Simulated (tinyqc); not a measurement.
Adding atomic layers: valley splitting of a silicon quantum well in envelope theory.

The well lies at 0 < z < L; U(z) = V0 [1/(1 + exp(z/w)) + 1/(1 + exp((L - z)/w))] - e F z, 1 mV/nm = 1e-4 eV/angstrom. The envelope psi solves -(c/ml) psi'' + U psi = E psi, c = hbar^2/2m0, by three-point differences on a grid of 0.1 angstrom from -40 to L + 40 angstrom. The two valleys at +/- k0 couple through D = C0 times the integral of exp(-i q z) U(z) psi^2, q = 2 k0 (2 pi/a), and split by Ev = 2|D|.

Constants: hbar^2/2m0 = 3.80998211 eV angstrom^2.

Parameters, chosen for this exercise (near those of a strained Si well in SiGe; the results hold for these values, not for the real material): V0 = 0.16 eV (conduction offset); ml = 0.933 m0 (mass along z); F = 9.5 mV/nm (field pressing towards the upper interface); k0 = 0.847 2 pi/a (valley position); a = 5.431 angstrom (lattice constant); C0 = 0.267 (Bloch overlap factor); Ls = (42, 43.4, 44.7, 46.1, 47.4, 48.8, 50.1, 51.5) angstrom (widths in steps of one atomic layer, a/4, rounded to the grid); F2 = 1 mV/nm (second field, zero or weak); w1 = 0.4 angstrom (interface width for this table).

The smooth splitting Ev = 2|D| with w = w1, at the field F2 and at F.

Results:
```
L (angstrom)  q L mod 2 pi  Ev at F2 (micro-eV)  Ev at F (micro-eV)
42.0                  0.63                 22.8                 111
43.4                  3.37                  113                 148
44.7                  5.92                 68.4                 125
46.1                  2.38                 69.1                 124
47.4                  4.93                 88.7                 132
48.8                  1.39                 22.9                 111
50.1                  3.94                 84.6                 129
51.5                  0.40                 24.2                 111
```

How do the results move, and what explains it?

At F2 the splitting swings between 22.8 and 113 micro-eV, a ratio of 4.95, as the two interfaces add with the phase q L, which advances on average by 2.66 rad a layer. At F the ratio is 1.34, where in the first row psi^2 at the upper interface is 5.33 times that at the lower one: the field unbalances the two contributions, which fills in the minima.

Run: tinyqc, `OMP_NUM_THREADS=1 python tinyqc.py 1251490 1251491 out.jsonl`; Intel(R) Xeon(R) Processor @ 2.30GHz, one thread, shared host; about 0.1 s of CPU time with all checks.
